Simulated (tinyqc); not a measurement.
Read current of a NAND string, cells in series solved by shooting: effect of the read voltage on the selected word line.

Cells in series, numbered from 0 at the source line (0 V) to the bit line, each followed by a gap resistance Rg. A cell with gate Vg, threshold VT, source Vs and drain Vd passes I = 2 nf K Vt^2 [F(Vs) - F(Vd)]/(1 + th max(Vg - VT, 0)), F(V) = ln^2(1 + exp((Vg - VT - nf V)/(2 nf Vt))). The selected cell has Vg = Vr, the others Vg = Vp.

For a trial current I start at 0 V and, cell by cell, solve for the drain: sqrt(F(Vd)) = sqrt(F(Vs) - I/k), k = 2 nf K Vt^2/(1 + th max(Vg - VT, 0)), Vd = [Vg - VT - 2 nf Vt ln(exp(sqrt F) - 1)]/nf, then add I Rg. The string current is the I for which the last node reaches Vbl. The apparent threshold is the Vr at which I = Is. Background: all other cells erased (VT = Ve) or all in the highest state (VT = Vh); ratio and shift are high over erased and high minus erased. The string has 32 cells and the selected one is cell 16.

Inputs (values chosen for the exercise); values of the order met in vertical NAND strings: temperature T = 300 K; gain factor of a cell K = 9.6 uA/V^2; slope factor nf = 1.5; mobility reduction factor th = 0.04 1/V; resistance of the gap between cells Rg = 18 kohm; bit-line voltage Vbl = 0.7 V; pass voltage Vp = 6 V; threshold of an erased cell Ve = -1.5 V; threshold of the highest state Vh = 4.5 V; threshold of the selected cell Vx = 2.9 V; sensing current Is = 20 nA.

Constants: q = 1.602176634e-19 C, kB = 1.380649e-23 J/K, Vt = kB T/q. Results are converted to the units shown.

The same in every row: apparent VT, erased (V) = 2.962; apparent VT, high (V) = 2.989; background shift (mV) = 27.25.

Result of one run:

| Vr (V) | I, others erased (uA) | I, others high (uA) | ratio |
|---|---|---|---|
| 3 | 0.03102 | 0.02209 | 0.7121 |

What becomes of these results when the read voltage on the selected word line Vr is changed from 3 to 3.8 V, all else the same?

Result of the changed run:

| Vr (V) | I, others erased (uA) | I, others high (uA) | ratio |
|---|---|---|---|
| 3.8 | 0.4777 | 0.1599 | 0.3348 |

The whole series:

| Vr (V) | I, others erased (uA) | I, others high (uA) | ratio |
|---|---|---|---|
| 2.6 | 8.231e-6 | 8.229e-6 | 0.9997 |
| 3 | 0.03102 | 0.02209 | 0.7121 |
| 3.4 | 0.2513 | 0.1262 | 0.5023 |
| 3.8 | 0.4777 | 0.1599 | 0.3348 |
| 4.2 | 0.5308 | 0.1641 | 0.3092 |
| 4.6 | 0.5502 | 0.1657 | 0.3012 |
| 5 | 0.5603 | 0.1666 | 0.2973 |
| 5.4 | 0.5665 | 0.1671 | 0.2950 |

As Vr goes from 2.6 to 5.4 V, the current with erased neighbours rises from 8.23e-6 to 0.566 uA, that with high neighbours rises from 8.23e-6 to 0.167 uA and the ratio falls from 1.00 to 0.295. The apparent thresholds do not depend on Vr.

Program tinyqc, `OMP_NUM_THREADS=1 python tinyqc.py 2142126 2142127 out.jsonl`; Intel Xeon 2.30GHz, shared host, one thread, about 0.6 s.
